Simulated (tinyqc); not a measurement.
Wannier function of the lower band of a two-orbital chain, step by step. Values are carried at full precision from step to step, so a last printed digit may differ when a step is redone from the rounded ones.

H(k) = [[-d/2 - 2 ta cos k, -t1 - t2 exp(-ik)], [-t1 - t2 exp(ik), d/2 - 2 tb cos k]], k in 1/a, Bloch sums with exp(ikR) and without the positions inside the cell. Mesh k_j = 2 pi j/N. Projection gauge: each lower eigenvector u is multiplied by the phase that makes <trial|u> real and positive (the one-band case of Loewdin orthogonalisation). Wannier amplitudes w(R) = (1/N) sum_k exp(ikR) u(k); hoppings H(R) = (1/N) sum_k exp(-ikR) E(k).

Parameters, chosen for this exercise:

| symbol | value | unit | meaning |
|---|---|---|---|
| d | -0.97 | eV | A at -d/2, B at +d/2 |
| t1 | 1.76 | eV | A-B in the cell |
| t2 | 1.45 | eV | B to A of the next cell |
| ta | 0.38 | eV | A-A between cells |
| tb | 0.16 | eV | B-B between cells |
| N | 5 |  | k points |
| th | 60 | degrees | trial orbital cos(th) A + sin(th) B in cell 0 |
| xb | 0.69 | a | position of B (A at 0) |
| a | 5.8 | angstrom | period |
| kq | 1.44 | 1/a | point off the mesh |

## Bloch states in the projection gauge

Diagonalise at each mesh point and fix the phase.

Mesh:

| j | E lower (eV) | E upper (eV) | u_A | u_B | \|<trial\|u>\| |
|---|---|---|---|---|---|
| 0 | -3.7609 | 2.6809 | 0.67739 | 0.73562 | 0.9758 |
| 1 | -2.8034 | 2.4696 | 0.60337-0.23845i | 0.74842+0.13767i | 0.9498 |
| 2 | -0.7921 | 1.6659 | 0.35091-0.32732i | 0.85675+0.18898i | 0.9174 |
| 3 | -0.7921 | 1.6659 | 0.35091+0.32732i | 0.85675-0.18898i | 0.9174 |
| 4 | -2.8034 | 2.4696 | 0.60337+0.23845i | 0.74842-0.13767i | 0.9498 |

The projection is smallest at j = 2 and 3 (0.9174); the gauge is smooth as long as it stays away from zero.

## The Wannier function

w(R) = (1/N) sum_j exp(2 pi i j R/N) u_j, for the N cells nearest the origin; it is real.

Amplitudes:

| R | on A | on B |
|---|---|---|
| -2 | 0.0521 | -0.0287 |
| -1 | -0.0712 | 0.0592 |
| 0 | 0.5172 | 0.7892 |
| 1 | 0.2642 | -0.1344 |
| 2 | -0.0849 | 0.0504 |

norm = 1.0000

Cell 0 holds 89.0 % of the weight.

## Centre and spread in real space

Point-like orbitals at R (A) and R + xb (B): centre <x>, spread <x^2> - <x>^2.

centre in units of a = 0.539
centre in angstrom = 3.124
spread = 6.479 angstrom^2

## The same from overlaps (Marzari-Vanderbilt)

b = 2 pi/N; M_j = u_j^+ diag(1, exp(-i b xb)) u_(j+1), with u_N = u_0. Centre = -(1/2 pi) sum arg M_j; gauge-invariant part Omega_I = (1/(N b^2)) sum (1 - |M_j|^2); gauge-dependent part Omega_D = (1/(N b^2)) sum (arg M_j + b centre)^2.

Overlaps:

| j | \|M_j\| | arg M_j (rad) |
|---|---|---|
| 0 | 0.9876 | -0.5495 |
| 1 | 0.9569 | -0.6876 |
| 2 | 0.5578 | -1.1636 |
| 3 | 0.9569 | -0.6876 |
| 4 | 0.9876 | -0.5495 |

centre from overlaps = 0.579 a
Omega_I = 0.1149 a^2
Omega_D = 0.0325 a^2

The centre is the Berry phase over 2 pi and does not depend on the trial orbital (modulo a). Omega_D is 22.1 % of the total; in one dimension a gauge that spreads the phase evenly removes it. The total is 0.1474 a^2, against 0.1900 a^2 (centre 0.559 a) in real space on 96 cells. The overlaps are finite differences in k, which are coarse on this mesh, and the function does not fit into N cells.

## Hoppings and interpolation

H(R) = (1/N) sum_j E_j cos(2 pi j R/N) for R = 0 to N/2. Interpolation: E(k) = H(0) + 2 sum H(R) cos(kR), the term R = N/2 of an even mesh counted once.

H(0), H(1), ... (eV): -2.1904  -0.8424  0.0571

interpolated E(kq) = -2.5204 eV

The exact value is -2.5350 eV; the interpolation is off by +14.5 meV. Though the chain has short hoppings, the single band has longer ones, made by paths through the other orbital, which the tails of the Wannier function carry.

## Checks

- Centre from overlaps against the real-space centre on 200 points: both 0.5589.
- Omega_I + Omega_D against the real-space spread on 200 points: both 0.190.

Run: tinyqc, `OMP_NUM_THREADS=1 python tinyqc.py 1451973 1451974 out.jsonl`; Intel(R) Xeon(R) Processor @ 2.30GHz, one thread, shared host; about 0.1 s of CPU time with all checks.
